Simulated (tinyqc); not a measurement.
Worked calculation (part 1 of 2): RKS/exchange-only LDA in the sto-6g basis, for BeH2, spin multiplicity 1. Computed by tinyqc, a small Python program that keeps every step (integrals from PySCF). Settings: charge = 0, multiplicity = 1, basis = sto-6g, energy threshold = 1e-10, iteration cap = 89, orthogonalisation = canonical, start = core, DIIS depth = 8, DIIS from iteration = 3, damping = 0.5, method = RKS, functional = Slater exchange alone, grid = [30, 86]. Command: `OMP_NUM_THREADS=1 python tinyqc.py 25551 25552 out.jsonl` (the two numbers bound the seeds that draw the settings). One thread of a shared host (Intel(R) Xeon(R) Processor @ 2.60GHz), about 0.6 s of CPU time with the checks. Later iterations appear only in the table of the cycle.

## One-electron integrals

Geometry (angstrom):
```
atom       x        y       z
Be    0.0000   0.0000  0.0000
H     0.0000   1.6910  0.0000
H     0.0000  -1.6960  0.0000
```

Basis sto-6g: exponents (1/bohr^2) and contraction coefficients of normalised primitives:
```
element  l (shell)  exponent  coefficient
Be           s (1)  312.8705       0.0092
Be           s (1)   57.3645       0.0494
Be           s (1)   16.0485       0.1685
Be           s (1)    5.5131       0.3706
Be           s (1)    2.1409       0.4165
Be           s (1)    0.8817       0.1303
Be           s (2)   13.6332      -0.0133
Be           s (2)    2.6984      -0.0470
Be           s (2)    0.8387      -0.0338
Be           s (2)    0.3227       0.2502
Be           s (2)    0.1401       0.5951
Be           s (2)    0.0642       0.2407
Be           p (3)   13.6332       0.0038
Be           p (3)    2.6984       0.0377
Be           p (3)    0.8387       0.1739
Be           p (3)    0.3227       0.4180
Be           p (3)    0.1401       0.4259
Be           p (3)    0.0642       0.1017
H            s (1)   35.5232       0.0092
H            s (1)    6.5131       0.0494
H            s (1)    1.8221       0.1685
H            s (1)    0.6260       0.3706
H            s (1)    0.2431       0.4165
H            s (1)    0.1001       0.1303
```

Overlap, kinetic and nuclear-attraction integrals over the contracted functions; the nuclear repulsion is the sum of Za Zb / Rab.

nuclear repulsion = 2.656047 hartree

overlap S, order 1Be 1s, 1Be 2s, 1Be 2px, 1Be 2py, 1Be 2pz, 2H 1s, 3H 1s:
$$\begin{pmatrix}
1.0000 & 0.2548 & 0.0000 & 0.0000 & 0.0000 & 0.0329 & 0.0325 \\
0.2548 & 1.0000 & 0.0000 & 0.0000 & 0.0000 & 0.3288 & 0.3271 \\
0.0000 & 0.0000 & 1.0000 & 0.0000 & 0.0000 & 0.0000 & 0.0000 \\
0.0000 & 0.0000 & 0.0000 & 1.0000 & 0.0000 & 0.4126 & -0.4109 \\
0.0000 & 0.0000 & 0.0000 & 0.0000 & 1.0000 & 0.0000 & 0.0000 \\
0.0329 & 0.3288 & 0.0000 & 0.4126 & 0.0000 & 1.0000 & 0.0107 \\
0.0325 & 0.3271 & 0.0000 & -0.4109 & 0.0000 & 0.0107 & 1.0000
\end{pmatrix}$$

kinetic energy T (hartree), order 1Be 1s, 1Be 2s, 1Be 2px, 1Be 2py, 1Be 2pz, 2H 1s, 3H 1s:
$$\begin{pmatrix}
6.7688 & -0.2074 & 0.0000 & 0.0000 & 0.0000 & -0.0106 & -0.0106 \\
-0.2074 & 0.2201 & 0.0000 & 0.0000 & 0.0000 & 0.0264 & 0.0260 \\
0.0000 & 0.0000 & 0.6613 & 0.0000 & 0.0000 & 0.0000 & 0.0000 \\
0.0000 & 0.0000 & 0.0000 & 0.6613 & 0.0000 & 0.0968 & -0.0957 \\
0.0000 & 0.0000 & 0.0000 & 0.0000 & 0.6613 & 0.0000 & 0.0000 \\
-0.0106 & 0.0264 & 0.0000 & 0.0968 & 0.0000 & 0.7685 & -0.0033 \\
-0.0106 & 0.0260 & 0.0000 & -0.0957 & 0.0000 & -0.0033 & 0.7685
\end{pmatrix}$$

nuclear attraction V (hartree), order 1Be 1s, 1Be 2s, 1Be 2px, 1Be 2py, 1Be 2pz, 2H 1s, 3H 1s:
$$\begin{pmatrix}
-15.3397 & -1.8099 & 0.0000 & -0.0001 & 0.0000 & -0.2522 & -0.2493 \\
-1.8099 & -2.9105 & 0.0000 & -0.0005 & 0.0000 & -0.8524 & -0.8467 \\
0.0000 & 0.0000 & -2.8576 & 0.0000 & 0.0000 & 0.0000 & 0.0000 \\
-0.0001 & -0.0005 & 0.0000 & -3.0159 & 0.0000 & -1.0462 & 1.0403 \\
0.0000 & 0.0000 & 0.0000 & 0.0000 & -2.8576 & 0.0000 & 0.0000 \\
-0.2522 & -0.8524 & 0.0000 & -1.0462 & 0.0000 & -2.6453 & -0.0311 \\
-0.2493 & -0.8467 & 0.0000 & 1.0403 & 0.0000 & -0.0311 & -2.6417
\end{pmatrix}$$

core Hamiltonian H = T + V (hartree), order 1Be 1s, 1Be 2s, 1Be 2px, 1Be 2py, 1Be 2pz, 2H 1s, 3H 1s:
$$\begin{pmatrix}
-8.5710 & -2.0173 & 0.0000 & -0.0001 & 0.0000 & -0.2628 & -0.2599 \\
-2.0173 & -2.6903 & 0.0000 & -0.0005 & 0.0000 & -0.8260 & -0.8207 \\
0.0000 & 0.0000 & -2.1964 & 0.0000 & 0.0000 & 0.0000 & 0.0000 \\
-0.0001 & -0.0005 & 0.0000 & -2.3546 & 0.0000 & -0.9494 & 0.9445 \\
0.0000 & 0.0000 & 0.0000 & 0.0000 & -2.1964 & 0.0000 & 0.0000 \\
-0.2628 & -0.8260 & 0.0000 & -0.9494 & 0.0000 & -1.8768 & -0.0344 \\
-0.2599 & -0.8207 & 0.0000 & 0.9445 & 0.0000 & -0.0344 & -1.8731
\end{pmatrix}$$

## Two-electron integrals

Functions are numbered as in S; the eight-fold symmetry (ij|kl) = (ji|kl) = (kl|ij) leaves the list below.

Two-electron integrals (ij|kl) in chemists' order, unique and non-zero (hartree):
```
(11|11) 2.3000      (21|11) 0.3619      (21|21) 0.0719      (22|11) 0.5703
(22|21) 0.1397      (22|22) 0.4178      (31|31) 0.0153      (32|31) 0.0226
(32|32) 0.0923      (33|11) 0.5703      (33|21) 0.1397      (33|22) 0.4178
(33|33) 0.4501      (41|41) 0.0153      (42|41) 0.0226      (42|42) 0.0923
(43|43) 0.0243      (44|11) 0.5703      (44|21) 0.1397      (44|22) 0.4178
(44|33) 0.4016      (44|44) 0.4501      (51|51) 0.0153      (52|51) 0.0226
(52|52) 0.0923      (53|53) 0.0243      (54|54) 0.0243      (55|11) 0.5703
(55|21) 0.1397      (55|22) 0.4178      (55|33) 0.4016      (55|44) 0.4016
(55|55) 0.4501      (61|11) 0.0476      (61|21) 0.0092      (61|22) 0.0179
(61|33) 0.0177      (61|41) 0.0009      (61|42) 0.0018      (61|44) 0.0182
(61|55) 0.0177      (61|61) 0.0012      (62|11) 0.1405      (62|21) 0.0351
(62|22) 0.1177      (62|33) 0.1130      (62|41) 0.0048      (62|42) 0.0306
(62|44) 0.1271      (62|55) 0.1130      (62|61) 0.0050      (62|62) 0.0538
(63|31) 0.0030      (63|32) 0.0146      (63|43) 0.0050      (63|63) 0.0043
(64|11) 0.1605      (64|21) 0.0405      (64|22) 0.1415      (64|33) 0.1333
(64|41) 0.0077      (64|42) 0.0475      (64|44) 0.1580      (64|55) 0.1333
(64|61) 0.0060      (64|62) 0.0730      (64|64) 0.1014      (65|51) 0.0030
(65|52) 0.0146      (65|54) 0.0050      (65|65) 0.0043      (66|11) 0.3123
(66|21) 0.0794      (66|22) 0.2983      (66|33) 0.2777      (66|41) 0.0116
(66|42) 0.0979      (66|44) 0.3393      (66|55) 0.2777      (66|61) 0.0116
(66|62) 0.1809      (66|64) 0.2588      (66|66) 0.7750      (71|11) 0.0470
(71|21) 0.0091      (71|22) 0.0177      (71|33) 0.0175      (71|41) -0.0009
(71|42) -0.0018     (71|44) 0.0180      (71|55) 0.0175      (71|61) 0.0011
(71|62) 0.0041      (71|64) 0.0046      (71|66) 0.0092      (71|71) 0.0012
(72|11) 0.1395      (72|21) 0.0349      (72|22) 0.1169      (72|33) 0.1122
(72|41) -0.0048     (72|42) -0.0304     (72|44) 0.1263      (72|55) 0.1122
(72|61) 0.0041      (72|62) 0.0253      (72|64) 0.0284      (72|66) 0.0620
(72|71) 0.0049      (72|72) 0.0532      (73|31) 0.0030      (73|32) 0.0145
(73|43) -0.0050     (73|63) 0.0015      (73|73) 0.0042      (74|11) -0.1596
(74|21) -0.0403     (74|22) -0.1407     (74|33) -0.1325     (74|41) 0.0076
(74|42) 0.0472      (74|44) -0.1571     (74|55) -0.1325     (74|61) -0.0046
(74|62) -0.0284     (74|64) -0.0311     (74|66) -0.0695     (74|71) -0.0059
(74|72) -0.0723     (74|74) 0.1004      (75|51) 0.0030      (75|52) 0.0145
(75|54) -0.0050     (75|65) 0.0015      (75|75) 0.0042      (76|11) 0.0057
(76|21) 0.0014      (76|22) 0.0043      (76|33) 0.0042      (76|41) -2.04e-07
(76|42) -1.62e-06   (76|44) 0.0044      (76|55) 0.0042      (76|61) 1.79e-04
(76|62) 0.0013      (76|64) 0.0016      (76|66) 0.0036      (76|71) 1.77e-04
(76|72) 0.0013      (76|74) -0.0016     (76|76) 4.52e-05    (77|11) 0.3114
(77|21) 0.0792      (77|22) 0.2976      (77|33) 0.2771      (77|41) -0.0115
(77|42) -0.0976     (77|44) 0.3385      (77|55) 0.2771      (77|61) 0.0093
(77|62) 0.0623      (77|64) 0.0697      (77|66) 0.1562      (77|71) 0.0114
(77|72) 0.1798      (77|74) -0.2575     (77|76) 0.0036      (77|77) 0.7750
```

## Orthogonalisation

S = U s U^T; canonical form X = U s^(-1/2), so that X^T S X = 1. Each column of U has its largest component positive (the first on a tie).

eigenvalues of S: [0.4124, 0.4935, 0.9635, 1.0000, 1.0000, 1.5537, 1.5770]

X, order 1Be 1s, 1Be 2s, 1Be 2px, 1Be 2py, 1Be 2pz, 2H 1s, 3H 1s:
$$\begin{pmatrix}
-0.0050 & -0.4363 & 0.8936 & 0.0000 & 0.0000 & 0.2962 & 0.0146 \\
0.0151 & 1.0278 & -0.0395 & 0.0000 & 0.0000 & 0.5534 & 0.0279 \\
0.0000 & 0.0000 & 0.0000 & 0.9999 & -0.0118 & 0.0000 & 0.0000 \\
1.0960 & -0.0135 & -0.0004 & 0.0000 & 0.0000 & -0.0290 & 0.5649 \\
0.0000 & 0.0000 & 0.0000 & 0.0118 & 0.9999 & 0.0000 & 0.0000 \\
-0.7917 & -0.6147 & -0.3441 & 0.0000 & 0.0000 & 0.3319 & 0.4137 \\
0.7725 & -0.6338 & -0.3456 & 0.0000 & 0.0000 & 0.3723 & -0.3779
\end{pmatrix}$$

Within a degenerate level the vectors are fixed only up to a rotation; this is one choice.

## Starting guess

The start is the orbitals of the core Hamiltonian; D = 2 C_occ C_occ^T.

D at the start, order 1Be 1s, 1Be 2s, 1Be 2px, 1Be 2py, 1Be 2pz, 2H 1s, 3H 1s:
$$\begin{pmatrix}
2.1408 & -0.5494 & 0.0000 & 0.0002 & 0.0000 & 0.0093 & 0.0097 \\
-0.5494 & 2.1115 & 0.0000 & -0.0013 & 0.0000 & 0.0206 & 0.0187 \\
0.0000 & 0.0000 & 0.0000 & 0.0000 & 0.0000 & 0.0000 & 0.0000 \\
0.0002 & -0.0013 & 0.0000 & 2.1597 & 0.0000 & -0.1019 & 0.1038 \\
0.0000 & 0.0000 & 0.0000 & 0.0000 & 0.0000 & 0.0000 & 0.0000 \\
0.0093 & 0.0206 & 0.0000 & -0.1019 & 0.0000 & 0.0051 & -0.0046 \\
0.0097 & 0.0187 & 0.0000 & 0.1038 & 0.0000 & -0.0046 & 0.0053
\end{pmatrix}$$

## Iteration 1: exchange-correlation on the grid

Becke grid with 30 radial and 86 angular points per atom, points of zero weight dropped. rho = sum D_ij phi_i phi_j; V_xc,ij = sum w v_xc phi_i phi_j; v_xc is d(rho eps)/d rho.

The 12 grid points with the largest w rho, of 7704 (bohr, atomic units):
```
x              y        z       w     rho   eps_xc     v_xc
0.0000   -1.5503   0.0000  0.0998  0.1197  -0.3640  -0.4854
0.0000    1.5503   0.0000  0.0995  0.1197  -0.3640  -0.4853
0.0000   -1.4376   0.5802  0.1060  0.1076  -0.3513  -0.4684
0.5802   -1.4376   0.0000  0.1060  0.1076  -0.3513  -0.4684
-0.5802  -1.4376   0.0000  0.1060  0.1076  -0.3513  -0.4684
0.0000   -1.4376  -0.5802  0.1060  0.1076  -0.3513  -0.4684
-0.5802   1.4376   0.0000  0.1059  0.1076  -0.3513  -0.4684
0.0000    1.4376   0.5802  0.1059  0.1076  -0.3513  -0.4684
0.5802    1.4376   0.0000  0.1059  0.1076  -0.3513  -0.4684
0.0000    1.4376  -0.5802  0.1059  0.1076  -0.3513  -0.4684
0.0000   -1.7476   0.7053  0.1527  0.0730  -0.3086  -0.4115
0.7053   -1.7476   0.0000  0.1527  0.0730  -0.3086  -0.4115
```

electrons on the grid, sum of w rho = 6.0000

E_xc = sum of w rho eps_xc = -3.052478 hartree

V_xc (hartree), order 1Be 1s, 1Be 2s, 1Be 2px, 1Be 2py, 1Be 2pz, 2H 1s, 3H 1s:
$$\begin{pmatrix}
-1.3512 & -0.1825 & 0.0000 & 0.0000 & 0.0000 & -0.0252 & -0.0249 \\
-0.1825 & -0.3118 & 0.0000 & 0.0000 & 0.0000 & -0.0862 & -0.0855 \\
0.0000 & 0.0000 & -0.2935 & 0.0000 & 0.0000 & 0.0000 & 0.0000 \\
0.0000 & 0.0000 & 0.0000 & -0.3485 & 0.0000 & -0.1040 & 0.1032 \\
0.0000 & 0.0000 & 0.0000 & 0.0000 & -0.2935 & 0.0000 & 0.0000 \\
-0.0252 & -0.0862 & 0.0000 & -0.1040 & 0.0000 & -0.1923 & -0.0033 \\
-0.0249 & -0.0855 & 0.0000 & 0.1032 & 0.0000 & -0.0033 & -0.1908
\end{pmatrix}$$

## Iteration 1: building the Kohn-Sham matrix

J_ij = sum D_kl (ij|kl); F = H + J + V_xc; E = tr D H + tr D J / 2 + E_xc + E_nn.

Coulomb J (hartree), order 1Be 1s, 1Be 2s, 1Be 2px, 1Be 2py, 1Be 2pz, 2H 1s, 3H 1s:
$$\begin{pmatrix}
6.9124 & 1.2795 & 0.0000 & 0.0000 & 0.0000 & 0.1670 & 0.1651 \\
1.2795 & 2.8068 & 0.0000 & 0.0000 & 0.0000 & 0.7690 & 0.7638 \\
0.0000 & 0.0000 & 2.7747 & 0.0000 & 0.0000 & 0.0000 & 0.0000 \\
0.0000 & 0.0000 & 0.0000 & 2.8711 & 0.0000 & 0.9177 & -0.9124 \\
0.0000 & 0.0000 & 0.0000 & 0.0000 & 2.7747 & 0.0000 & 0.0000 \\
0.1670 & 0.7690 & 0.0000 & 0.9177 & 0.0000 & 1.8914 & 0.0288 \\
0.1651 & 0.7638 & 0.0000 & -0.9124 & 0.0000 & 0.0288 & 1.8860
\end{pmatrix}$$

Kohn-Sham matrix F (hartree), order 1Be 1s, 1Be 2s, 1Be 2px, 1Be 2py, 1Be 2pz, 2H 1s, 3H 1s:
$$\begin{pmatrix}
-3.0098 & -0.9204 & 0.0000 & -0.0001 & 0.0000 & -0.1210 & -0.1196 \\
-0.9204 & -0.1954 & 0.0000 & -0.0005 & 0.0000 & -0.1432 & -0.1424 \\
0.0000 & 0.0000 & 0.2848 & 0.0000 & 0.0000 & 0.0000 & 0.0000 \\
-0.0001 & -0.0005 & 0.0000 & 0.1680 & 0.0000 & -0.1357 & 0.1353 \\
0.0000 & 0.0000 & 0.0000 & 0.0000 & 0.2848 & 0.0000 & 0.0000 \\
-0.1210 & -0.1432 & 0.0000 & -0.1357 & 0.0000 & -0.1777 & -0.0089 \\
-0.1196 & -0.1424 & 0.0000 & 0.1353 & 0.0000 & -0.0089 & -0.1779
\end{pmatrix}$$

total energy of this density = -14.384303 hartree

This density is the starting one.

## Iteration 1: diagonalisation and new density

Diagonalise F' = X^T F X, C = X C', fill 3 alpha and 3 beta electrons from the bottom; D = 2 C_occ C_occ^T; the new density keeps 0.5 of the old one (damping). Each column has its largest component positive (the first on a tie).

F' = X^T F X (hartree):
$$\begin{pmatrix}
0.4600 & -0.0029 & 0.0036 & 0.0000 & 0.0000 & -0.0071 & 0.2110 \\
-0.0029 & 0.1360 & 0.4320 & 0.0000 & 0.0000 & 0.3790 & 0.0161 \\
0.0036 & 0.4320 & -2.2425 & 0.0000 & 0.0000 & -1.1842 & -0.0596 \\
0.0000 & 0.0000 & 0.0000 & 0.2848 & 0.0000 & 0.0000 & 0.0000 \\
0.0000 & 0.0000 & 0.0000 & 0.0000 & 0.2848 & 0.0000 & 0.0000 \\
-0.0071 & 0.3790 & -1.1842 & 0.0000 & 0.0000 & -0.8338 & -0.0360 \\
0.2110 & 0.0161 & -0.0596 & 0.0000 & 0.0000 & -0.0360 & -0.1226
\end{pmatrix}$$

orbital energies (hartree): MO1 -3.0184, MO2 -0.1907, MO3 -0.1894, MO4 0.2669, MO5 0.2848, MO6 0.2848, MO7 0.5286

coefficients C, order 1Be 1s, 1Be 2s, 1Be 2px, 1Be 2py, 1Be 2pz, 2H 1s, 3H 1s:
$$\begin{pmatrix}
0.9843 & -0.1158 & -0.0084 & -0.3074 & 0.0000 & 0.0000 & -0.0009 \\
0.0588 & 0.2114 & 0.0151 & 1.1476 & 0.0000 & 0.0000 & 0.0046 \\
0.0000 & 0.0000 & 0.0000 & 0.0000 & 0.9940 & 0.1090 & 0.0000 \\
0.0001 & -0.0133 & 0.1987 & -0.0028 & 0.0000 & 0.0000 & 1.2173 \\
0.0000 & 0.0000 & 0.0000 & 0.0000 & -0.1090 & 0.9940 & 0.0000 \\
-0.0100 & 0.5806 & 0.6599 & -0.4917 & 0.0000 & 0.0000 & -0.6244 \\
-0.0099 & 0.6666 & -0.5745 & -0.4924 & 0.0000 & 0.0000 & 0.6183
\end{pmatrix}$$

D after iteration 1, order 1Be 1s, 1Be 2s, 1Be 2px, 1Be 2py, 1Be 2pz, 2H 1s, 3H 1s:
$$\begin{pmatrix}
2.0528 & -0.2414 & 0.0000 & 0.0000 & 0.0000 & -0.0780 & -0.0773 \\
-0.2414 & 1.1041 & 0.0000 & -0.0004 & 0.0000 & 0.1425 & 0.1410 \\
0.0000 & 0.0000 & 0.0000 & 0.0000 & 0.0000 & 0.0000 & 0.0000 \\
0.0000 & -0.0004 & 0.0000 & 1.1195 & 0.0000 & 0.0725 & -0.0711 \\
0.0000 & 0.0000 & 0.0000 & 0.0000 & 0.0000 & 0.0000 & 0.0000 \\
-0.0780 & 0.1425 & 0.0000 & 0.0725 & 0.0000 & 0.7753 & 0.0057 \\
-0.0773 & 0.1410 & 0.0000 & -0.0711 & 0.0000 & 0.0057 & 0.7772
\end{pmatrix}$$

Within a degenerate level the vectors are fixed only up to a rotation; this is one choice.

## Iteration 2: exchange-correlation on the grid

As before.

The 12 grid points with the largest w rho, of 7704 (bohr, atomic units):
```
x              y        z       w     rho   eps_xc     v_xc
0.0000   -1.8845   0.0000  0.1237  0.0699  -0.3042  -0.4056
0.0000    1.8845   0.0000  0.1226  0.0704  -0.3050  -0.4067
-0.7053   1.7476   0.0000  0.1520  0.0535  -0.2784  -0.3712
0.0000    1.7476   0.7053  0.1520  0.0535  -0.2784  -0.3712
0.0000    1.7476  -0.7053  0.1520  0.0535  -0.2784  -0.3712
0.7053    1.7476   0.0000  0.1520  0.0535  -0.2784  -0.3712
0.0000   -1.7476   0.7053  0.1527  0.0533  -0.2779  -0.3706
0.7053   -1.7476   0.0000  0.1527  0.0533  -0.2779  -0.3706
-0.7053  -1.7476   0.0000  0.1527  0.0533  -0.2779  -0.3706
0.0000   -1.7476  -0.7053  0.1527  0.0533  -0.2779  -0.3706
0.0000    1.5503   0.0000  0.0995  0.0787  -0.3165  -0.4220
0.0000   -1.5503   0.0000  0.0998  0.0784  -0.3161  -0.4215
```

electrons on the grid, sum of w rho = 5.9999

E_xc = sum of w rho eps_xc = -2.974389 hartree

V_xc (hartree), order 1Be 1s, 1Be 2s, 1Be 2px, 1Be 2py, 1Be 2pz, 2H 1s, 3H 1s:
$$\begin{pmatrix}
-1.3330 & -0.1741 & 0.0000 & 0.0000 & 0.0000 & -0.0240 & -0.0238 \\
-0.1741 & -0.2770 & 0.0000 & -0.0001 & 0.0000 & -0.0987 & -0.0980 \\
0.0000 & 0.0000 & -0.2529 & 0.0000 & 0.0000 & 0.0000 & 0.0000 \\
0.0000 & -0.0001 & 0.0000 & -0.3252 & 0.0000 & -0.1300 & 0.1293 \\
0.0000 & 0.0000 & 0.0000 & 0.0000 & -0.2529 & 0.0000 & 0.0000 \\
-0.0240 & -0.0987 & 0.0000 & -0.1300 & 0.0000 & -0.3595 & -0.0033 \\
-0.0238 & -0.0980 & 0.0000 & 0.1293 & 0.0000 & -0.0033 & -0.3594
\end{pmatrix}$$

## Iteration 2: building the Kohn-Sham matrix

As before.

Coulomb J (hartree), order 1Be 1s, 1Be 2s, 1Be 2px, 1Be 2py, 1Be 2pz, 2H 1s, 3H 1s:
$$\begin{pmatrix}
6.4097 & 1.1704 & 0.0000 & 0.0001 & 0.0000 & 0.1532 & 0.1514 \\
1.1704 & 2.5964 & 0.0000 & 0.0003 & 0.0000 & 0.7681 & 0.7632 \\
0.0000 & 0.0000 & 2.5415 & 0.0000 & 0.0000 & 0.0000 & 0.0000 \\
0.0001 & 0.0003 & 0.0000 & 2.7062 & 0.0000 & 0.9441 & -0.9390 \\
0.0000 & 0.0000 & 0.0000 & 0.0000 & 2.5415 & 0.0000 & 0.0000 \\
0.1532 & 0.7681 & 0.0000 & 0.9441 & 0.0000 & 2.1473 & 0.0274 \\
0.1514 & 0.7632 & 0.0000 & -0.9390 & 0.0000 & 0.0274 & 2.1439
\end{pmatrix}$$

Kohn-Sham matrix F (hartree), order 1Be 1s, 1Be 2s, 1Be 2px, 1Be 2py, 1Be 2pz, 2H 1s, 3H 1s:
$$\begin{pmatrix}
-3.4943 & -1.0210 & 0.0000 & 0.0000 & 0.0000 & -0.1337 & -0.1322 \\
-1.0210 & -0.3710 & 0.0000 & -0.0003 & 0.0000 & -0.1565 & -0.1555 \\
0.0000 & 0.0000 & 0.0922 & 0.0000 & 0.0000 & 0.0000 & 0.0000 \\
0.0000 & -0.0003 & 0.0000 & 0.0263 & 0.0000 & -0.1354 & 0.1348 \\
0.0000 & 0.0000 & 0.0000 & 0.0000 & 0.0922 & 0.0000 & 0.0000 \\
-0.1337 & -0.1565 & 0.0000 & -0.1354 & 0.0000 & -0.0890 & -0.0102 \\
-0.1322 & -0.1555 & 0.0000 & 0.1348 & 0.0000 & -0.0102 & -0.0886
\end{pmatrix}$$

total energy of this density = -14.875276 hartree

This density is a damped mixture and is not idempotent.

## Iteration 2: diagonalisation and new density

As before.

F' = X^T F X (hartree):
$$\begin{pmatrix}
0.3988 & -0.0033 & 0.0054 & 0.0000 & 0.0000 & -0.0007 & 0.0673 \\
-0.0033 & 0.0370 & 0.5907 & 0.0000 & 0.0000 & 0.3048 & 0.0143 \\
0.0054 & 0.5907 & -2.5868 & 0.0000 & 0.0000 & -1.3784 & -0.0691 \\
0.0000 & 0.0000 & 0.0000 & 0.0922 & 0.0000 & 0.0000 & 0.0000 \\
0.0000 & 0.0000 & 0.0000 & 0.0000 & 0.0922 & 0.0000 & 0.0000 \\
-0.0007 & 0.3048 & -1.3784 & 0.0000 & 0.0000 & -0.9570 & -0.0414 \\
0.0673 & 0.0143 & -0.0691 & 0.0000 & 0.0000 & -0.0414 & -0.1395
\end{pmatrix}$$

orbital energies (hartree): MO1 -3.5000, MO2 -0.1730, MO3 -0.1457, MO4 0.0922, MO5 0.0922, MO6 0.1641, MO7 0.4071

coefficients C, order 1Be 1s, 1Be 2s, 1Be 2px, 1Be 2py, 1Be 2pz, 2H 1s, 3H 1s:
$$\begin{pmatrix}
0.9880 & -0.2047 & -0.0018 & 0.0000 & 0.0000 & -0.2425 & -0.0010 \\
0.0459 & 0.5857 & 0.0057 & 0.0000 & 0.0000 & 1.0100 & 0.0055 \\
0.0000 & 0.0000 & 0.0000 & 0.9999 & 0.0148 & 0.0000 & 0.0000 \\
0.0000 & 0.0041 & -0.4271 & 0.0000 & 0.0000 & -0.0038 & 1.1571 \\
0.0000 & 0.0000 & 0.0000 & -0.0148 & 0.9999 & 0.0000 & 0.0000 \\
-0.0079 & 0.4277 & -0.4847 & 0.0000 & 0.0000 & -0.6716 & -0.7316 \\
-0.0079 & 0.4188 & 0.4936 & 0.0000 & 0.0000 & -0.6755 & 0.7238
\end{pmatrix}$$

D after iteration 2, order 1Be 1s, 1Be 2s, 1Be 2px, 1Be 2py, 1Be 2pz, 2H 1s, 3H 1s:
$$\begin{pmatrix}
2.0445 & -0.1953 & 0.0000 & 0.0000 & 0.0000 & -0.1336 & -0.1331 \\
-0.1953 & 0.8972 & 0.0000 & -0.0002 & 0.0000 & 0.3186 & 0.3182 \\
0.0000 & 0.0000 & 0.0000 & 0.0000 & 0.0000 & 0.0000 & 0.0000 \\
0.0000 & -0.0002 & 0.0000 & 0.7422 & 0.0000 & 0.2450 & -0.2446 \\
0.0000 & 0.0000 & 0.0000 & 0.0000 & 0.0000 & 0.0000 & 0.0000 \\
-0.1336 & 0.3186 & 0.0000 & 0.2450 & 0.0000 & 0.8056 & -0.0572 \\
-0.1331 & 0.3182 & 0.0000 & -0.2446 & 0.0000 & -0.0572 & 0.8077
\end{pmatrix}$$

Within a degenerate level the vectors are fixed only up to a rotation; this is one choice.
